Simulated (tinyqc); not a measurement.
Tight binding, honeycomb lattice, step by step. One step of it, computed by the program tinyqc.

Task: Bloch Hamiltonian at k. H_AB = -t1 (1 + exp(-i k.a1) + exp(-i k.a2)); H_AA = delta - 2 t2 sum cos(k.b + phi), H_BB = -delta - 2 t2 sum cos(k.b - phi), b = a1, a2 - a1, -a2.

Parameters chosen for this model:
```
parameter     value                        unit
t1         1.400000                 eV, nearest
t2         0.400000       eV, second neighbours
phi        1.570000  rad, phase of t2 (Haldane)
delta             0          eV, +/- on A and B
```

k point k (fractions of the reciprocal vectors): -0.500000  -0.240000

Give: H(k) at k.

Result:

H(k) at k (eV):
```
                 A                B
A           1.5975  -0.0879-1.3972i
B  -0.0879+1.3972i          -1.5962
```
